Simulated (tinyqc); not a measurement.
Inside a calculation. Model: resistance of a circular point contact between the ballistic and the diffusive limit.

Computed by the program tinyqc: `OMP_NUM_THREADS=1 python tinyqc.py 2760051 2760052 out.jsonl`, one thread of a shared Intel Xeon 2.30GHz, about 0.01 s for the whole run. Printed values are rounded.

Two half-spaces of a free-electron metal (one valley, spin 2) meet through a circular opening of radius a in an insulating sheet.

Values chosen for this exercise:

| symbol | value | unit | meaning |
|---|---|---|---|
| n | 5e20 | cm^-3 | free-electron density |
| l | 52 | nm | mean free path |
| a | 24 | nm | radius of the opening |

Constants: q = 1.602176634e-19 C, hbar = 1.054571817e-34 J s. Results are converted to the units shown.

## Fermi wave number and resistivity

kF = (3 pi^2 n)^(1/3), resistivity rho = hbar kF/(n q^2 l). Maxwell: RM = rho/(2 a); Sharvin: RS = 4 rho l/(3 pi a^2); interpolation R = RS + gamma RM, gamma = (1 + 0.83 K)/(1 + 1.33 K), K = l/a.

kF = 2.455446 1/nm
rho = 38.79827 uohm cm
modes (kF a)^2/4 = 868.2068

## Resistances

As before.

RM = 8.082973 ohm
RS = 14.86559 ohm
gamma = 0.7209103
R = 20.69269 ohm

The Sharvin term makes up 71.8 % of R; it equals (h/2q^2) over the number of modes.
